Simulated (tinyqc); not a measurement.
Bias-temperature instability, empirical power law with universal recovery: one step of the calculation.

Threshold-voltage shift at the end of a stress: dV = A (V/V0)^g exp[-(Ea q/kB)(1/T - 1/T0)] (t/1 s)^n. After a delay tr the permanent share pp stays and the rest falls by r = 1/(1 + B (tr/t)^be). An empirical model: its parameters are fits, not properties.

Question. Shift and lifetime at use conditions. The lifetime solves dV = dc; ten years are 3.15576e8 s.

Parameters, values chosen for the exercise:
- V0 = 1.2 V (reference stress voltage)
- T0 = 398 K (reference temperature)
- A = 8.9 mV (shift after 1 s at V0 and T0)
- n = 0.25 (time exponent)
- g = 6.4 (voltage exponent)
- Ea = 0.18 eV (apparent activation energy of the shift)
- V = 1.06 V (use voltage)
- T = 398 K (use temperature)
- dc = 70 mV (failure criterion)

Constants: q = 1.602176634e-19 C, kB = 1.380649e-23 J/K. Results are converted to the units shown.

Give: voltage factor; temperature factor; shift after ten years; lifetime; largest voltage for ten years.

Answer.

voltage factor = 0.45206
temperature factor = 1.0000
shift after ten years = 536.25 mV
lifetime = 0.002904 years
largest voltage for ten years = 0.77115 V

The device fails: the shift at ten years is above dc. In time the voltage exponent is g/n = 25.6 and the activation energy Ea/n = 0.720 eV.

Numbers from tinyqc (`OMP_NUM_THREADS=1 python tinyqc.py 2070138 2070139 out.jsonl`; about 0.01 s on one thread of a shared Intel Xeon 2.30GHz).
